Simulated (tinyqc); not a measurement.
## Gain factor and gap resistance from two string resistances

Question. At small bit-line voltage each of the 48 cells has the resistance 1/(K x) at overdrive x (no mobility reduction) in series with a gap resistance Rg. Find K, Rg and the share of the gaps at the higher overdrive.

resistance of a string of 48 equal cells at overdrives of 4 and 7 V (kohm): 2021.4448  1253.8542

Answer. The resistance per cell is a straight line in 1/x with slope 1/K and intercept Rg.

K = 6.70 uA/V^2
Rg = 4.80 kohm
share of the gaps = 18.4 %

tinyqc, about 0.5 s, one thread, Intel Xeon 2.30GHz (shared host): `OMP_NUM_THREADS=1 python tinyqc.py 2142260 2142261 out.jsonl`
